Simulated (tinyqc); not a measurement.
# Worked calculation: off-state leakage of single and stacked transistors

tinyqc, about 0.03 s, one thread, Intel Xeon 2.30GHz (shared host): `OMP_NUM_THREADS=1 python tinyqc.py 2242085 2242086 out.jsonl` Printed values are rounded.

n-channel devices of unit width. Subthreshold current I(Vg, Vs, Vd) = I0 (T/300 K)^0.5 exp[(Vg - Vs - VT(T) - gb (Vs - Vb) + dd (Vd - Vs))/(nf Vt)] (1 - exp(-(Vd - Vs)/Vt)), VT(T) = VT - cT (T - 300 K). Gate-edge tunnelling Ig (Vd/1 V) exp(ag (Vd - 1 V)), for a gate at 0 V, and band-to-band leakage Ab u exp(-Bb/u), u = Vd - Vb + 1 V, flow at a drain held at V; both are taken as independent of T. In a stack of off transistors (all gates at 0 V) the same subthreshold current passes through each.

Parameters, values chosen for the exercise; values of the order met in bulk silicon logic transistors: temperature T = 300 K; supply voltage V = 0.9 V; threshold at 300 K, zero drain and body bias VT = 0.48 V; fall of the threshold with temperature cT = 0.8 mV/K; current at threshold at 300 K I0 = 0.42 uA/um; slope factor nf = 1.29; drain-induced lowering per volt dd = 0.16; rise of the threshold per volt of source-body bias gb = 0.23; gate-edge tunnelling current at 1 V Ig = 4e-5 uA/um; exponential slope of the gate current ag = 3.3 1/V; prefactor of band-to-band leakage at the drain Ab = 1 uA/(um V); its exponential voltage Bb = 27 V; body voltage Vb = -0.6 V.

Constants: q = 1.602176634e-19 C, kB = 1.380649e-23 J/K, Vt = kB T/q. Results are converted to the units shown.

## Leakage of one transistor

Vg = Vs = 0, Vd = V; effective threshold VT(T) - gb Vb - dd V.

effective threshold = 0.474 V
parts (nA/um): subthreshold 2.82161e-4, gate edge 0.0258813, band-to-band 0.0509988
total = 0.0771622 nA/um
shares (%): subthreshold 0.365673, gate edge 33.5414, band-to-band 66.0930

The band-to-band part is the largest.

## Starting value

Vx = dd V/(1 + gb + 2 dd), the solution for Vx well above Vt, rounded to three decimals.

Vx at the start = 0.093 V

## Iteration 1: new Vx

Stack of two, Vx the node between them: I_low = I(0, 0, Vx), I_up = I(0, Vx, V), f = ln(I_up/I_low), f' = -(1 + gb + 2 dd)/(nf Vt) - 1/(Vt (exp(Vx/Vt) - 1)) - 1/(Vt (exp((V - Vx)/Vt) - 1)), Vx(new) = Vx - f/f'.

I_low = 5.71407e-6 nA/um
I_up = 5.84865e-6 nA/um
f = 0.0232792
f' = -47.5676 1/V
Vx after iteration 1 = 0.0934894 V

## Iteration 2: new Vx

As before.

I_low = 5.73053e-6 nA/um
I_up = 5.73056e-6 nA/um
f = 5.15469e-6
f' = -47.5466 1/V
Vx after iteration 2 = 0.0934895 V

## Course of the iteration

Stop when the step is below 1e-11 V, or after 40 iterations.

Course of the iteration:
```
iteration  Vx before the step (V)  step (V)
1                           0.093   4.89e-4
2                       0.0934894   1.08e-7
3                       0.0934895  5.13e-15
```

Converged in 3 iterations. The subthreshold current of the stack is 5.731e-6 nA/um, 49.2 times less than that of one transistor (the drain leakage is unchanged); the estimate exp[dd V (1 + gb + dd)/((1 + gb + 2 dd) nf Vt)] gives 48.0.
